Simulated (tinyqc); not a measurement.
X-ray photoelectron analysis of a thin oxide on a semiconductor: attenuation lengths, thickness, angle series and band offsets: one step, computed by the program tinyqc.

The same element is seen in the oxide and in the substrate, at nearly the same kinetic energy; films are flat and uniform, and the work function is ignored.

Task: Peak ratio. R_0 = (rho_o/M_o) L_o/((rho_s/M_s) L_s); peak ratio R = I_ox/I_sub = R_0 [exp(d/(L_o cos theta)) - 1]; hence d = L_o cos theta ln(1 + R/R_0). A carbon layer weakens both peaks alike, by exp(-d_C/(L_o cos theta)) if its L is taken equal to L_o. This R_0 leaves out intrinsic losses from the substrate peak, so calibrated values can be larger.

Inputs (values chosen for the exercise, modelled on SiO2 on silicon):
```
quantity                        value     unit
oxide density                    2.16   g/cm^3
oxide formula mass              60.08    g/mol
substrate density                2.33   g/cm^3
substrate formula mass          28.09    g/mol
oxide thickness d                 3.1       nm
emission angle from the normal     30  degrees
carbon overlayer                 0.36       nm
```

L in the oxide = 3.635612 nm

L in the substrate = 2.873477 nm

Give: R_0; d/(L_o cos theta); ratio R; oxide share of the counts; attenuation by carbon; depth 3 L_o cos theta.

Result:

R_0 = 0.5484

d/(L_o cos theta) = 0.9846

ratio R = 0.9195

oxide share of the counts = 0.4790

attenuation by carbon = 0.8920

depth 3 L_o cos theta = 9.446 nm
